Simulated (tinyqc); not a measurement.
Worked calculation: harmonic frequencies on the RHF/sto-3g surface (energies and gradients from PySCF), for BeH2, spin multiplicity 1. One step of it, computed by the program tinyqc.

Problem. One row of the Hessian: 1Bey. Displace 1Bey by +/-0.005 bohr; H(k, :) = (g(+) - g(-)) / (2 delta).

optimised positions (bohr):
```
            x          y          z
1Be  0.032704   0.018269  -0.046652
2H   0.061601   2.456836  -0.034848
3H   0.003961  -2.420303  -0.058340
```

gradient at +delta (hartree/bohr):
```
               x            y            z
1Be   0.00002259   0.00240244   0.00000808
2H   -0.00001141  -0.00120594  -0.00000410
3H   -0.00001118  -0.00119649  -0.00000398
```

gradient at -delta (hartree/bohr):
```
               x            y            z
1Be  -0.00002914  -0.00240127  -0.00001301
2H    0.00001452   0.00119592   0.00000650
3H    0.00001462   0.00120536   0.00000651
```

Give: row of the Hessian.

Solution.

row of the Hessian (hartree/bohr^2): 1Bex 0.00517, 1Bey 0.48037, 1Bez 0.00211, 2Hx -0.00259, 2Hy -0.24019, 2Hz -0.00106, 3Hx -0.00258, 3Hy -0.24019, 3Hz -0.00105
